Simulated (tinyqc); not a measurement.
# BCS gap equation with a constant attraction inside the Debye window, step by step

A worked calculation. Computed by tinyqc, a small Python program that keeps every step. Command: `OMP_NUM_THREADS=1 python tinyqc.py 3026228 3026229 out.jsonl bcs walk`. One thread of a shared host (Intel(R) Xeon(R) Processor @ 2.30GHz), about 0.01 s of CPU time with the checks. Intermediate numbers are printed to about 6 digits and carried at full precision; extremes and crossings named in words are read from the listed rows.

Pairs attract with strength V for |xi| < k_B Theta; N(0) is the density of states for one spin. Energies are given as temperatures (E/k_B, in K) unless marked.

Inputs (values chosen for the exercise, modelled on tantalum):
```
quantity,value,unit
coupling N(0)V,0.24,-
Debye temperature Theta,256,K
temperature T,1.1,K
Fermi velocity v_F,370000,m/s
electron density n,5.32,1e28/m^3
mean free path l,2.9,nm
junction resistance R_n,0.55,kilo-ohm
```

Solver: bisection.

Constants: k_B = 8.617333262e-05 eV/K; hbar = 1.054571817e-34 J s; k_B = 1.380649e-23 J/K; m_0 = 9.1093837015e-31 kg; eps_0 = 8.8541878128e-12 F/m; c = 299792458 m/s; e = 1.602176634e-19 C; h = 6.62607015e-34 J s.

## Gap at zero temperature

At T = 0 the gap equation 1/(N(0)V) = int_0^Theta d xi/sqrt(xi^2 + Delta^2) has the integral arcsinh(Theta/Delta), so Delta_0 = Theta/sinh(1/(N(0)V)); weak coupling gives 2 Theta exp(-1/(N(0)V)).

Delta_0 = 7.93988 K

weak-coupling Delta_0 = 7.93797 K

Delta_0 in meV = 0.684206 meV

## Critical temperature

Gap equation: 1/(N(0)V) = I(Delta, T) = int_0^Theta tanh(E/2T)/E d xi, E = sqrt(xi^2 + Delta^2); 64 Gauss-Legendre points in y with xi = max(Delta, T) sinh(y). T_c solves I(0, T_c) = 1/(N(0)V); the weak-coupling form is T_c = (2 e^C/pi) Theta exp(-1/(N(0)V)) with Euler's C = 0.5772157, and 2 Delta_0/T_c then tends to 2 pi e^-C = 3.528.

T_c = 4.50030 K

weak-coupling T_c = 4.50030 K

2 Delta_0/T_c = 3.52860

T_c/Theta = 0.0176; the ratio lies +0.02 % from 3.528, so the universal weak-coupling laws hold.

## One evaluation of the gap equation

Take Delta = Delta_0 as the trial; the fixed-point update is Delta(new) = N(0)V Delta I(Delta, T).

I(Delta_0, T) = 4.16599

updated Delta = 7.93860 K

## Gap at temperature T

Residual r = N(0)V I - 1, with Delta_0 = Theta/sinh(1/(N(0)V)). Bisection between 0 and Delta_0. Stop when |r| < 1e-9 or after 40 steps.

Iterations:
```
step,Delta (K),residual r
1,3.96994,1.58156e-01
2,5.95491,6.78942e-02
3,6.94740,3.16098e-02
4,7.44364,1.52208e-02
5,7.69176,7.41073e-03
6,7.81582,3.59572e-03
7,7.87785,1.71001e-03
8,7.90887,7.72509e-04
9,7.92437,3.05090e-04
...,...,...
17,7.93449,6.47130e-07
18,7.93452,-2.63811e-07
19,7.93451,1.91659e-07
20,7.93451,-3.60761e-08
21,7.93451,7.77915e-08
22,7.93451,2.08577e-08
23,7.93451,-7.60916e-09
24,7.93451,6.62428e-09
25,7.93451,-4.92439e-10
```

converged (1 yes, 0 no) = 1

Delta(T) = 7.93451 K

Converged in 25 steps: Delta(T)/Delta_0 = 0.9993 at T/T_c = 0.244.

## Lengths and fields

xi_0 = hbar v_F/(pi Delta_0); lambda_L = sqrt(m_0 eps_0 c^2/(n e^2)); N(0) = 3 n/(2 m_0 v_F^2) for one spin; condensation energy N(0) Delta_0^2/2 = B_c^2/(2 mu_0), mu_0 = 1/(eps_0 c^2); with scattering lambda = lambda_L sqrt(1 + xi_0/l) in the local limit (where xi_0 and l both exceed lambda, nonlocal response makes the true depth larger); Ginzburg-Landau kappa = 0.96 lambda_L/xi_0 + 0.72 lambda_L/l. Free-electron mass throughout; heavier carriers, as in niobium or vanadium, give a larger lambda_L and kappa and can make the metal type II.

coherence length xi_0 = 113.300 nm

London depth lambda_L = 23.0395 nm

critical field B_c(0) = 98.3009 mT

depth with scattering = 145.840 nm

Ginzburg-Landau kappa = 5.91537

kappa exceeds 1/sqrt(2): type II, and the sample is dirty, l well below xi_0.

## A tunnel junction of this metal

Ambegaokar-Baratoff: I_c R_n = (pi Delta/(2e)) tanh(Delta/2T); Josephson energy E_J = hbar I_c/(2e), given as E_J/h; inductance hbar/(2 e I_c); thermal quasiparticle fraction x = n_qp/(2 N(0) Delta) = sqrt(2 pi T/Delta) exp(-Delta/T), valid for T well below Delta.

I_c R_n = 1072.44 microvolt

critical current I_c = 1949.89 nA

E_J/h = 968.479 GHz

Josephson inductance = 0.168782 nH

quasiparticle fraction x = 6.87664e-04

## Gap and superfluid density against temperature

Interpolation tanh(1.74 sqrt(T_c/T - 1)); near T_c, 1.74 sqrt(1 - T/T_c). Clean-limit superfluid fraction 1 - (1/2T) int_0^(40 T) cosh^-2(E/2T) d xi (64 points); two-fluid rule 1 - (T/T_c)^4.

Reduced quantities:
```
T/T_c,Delta/Delta_0,tanh form,square-root form,superfluid fraction,two-fluid rule
0.10,1.000000,0.999942,1.65071,1.000000,0.999900
0.20,0.999877,0.998104,1.55630,0.998856,0.998400
0.30,0.997127,0.990221,1.45579,0.981784,0.991900
0.40,0.985045,0.972207,1.34780,0.927992,0.974400
0.50,0.956907,0.940227,1.23037,0.834161,0.937500
0.60,0.907030,0.889746,1.10047,0.706840,0.870400
0.70,0.828819,0.814110,0.95304,0.553901,0.759900
0.80,0.711098,0.701374,0.77815,0.381955,0.590400
0.90,0.526394,0.522665,0.55024,0.196063,0.343900
0.95,0.380359,0.379250,0.38908,0.099108,0.185494
0.98,0.243612,0.243575,0.24607,0.039880,0.077632
```

The tanh form misses the gap by at most about 0.017 (at T/T_c = 0.6); the square-root form is within 3 % only from T/T_c = 0.95. The gap keeps 99 % of Delta_0 up to T/T_c = 0.3, since quasiparticles are exponentially few. The two-fluid rule exceeds the BCS superfluid fraction most, by 0.21, at T/T_c = 0.8.

Checks made by the program: weak-coupling T_c, allowing for terms of order exp(-Theta/T_c) (relative difference below 1e-10).
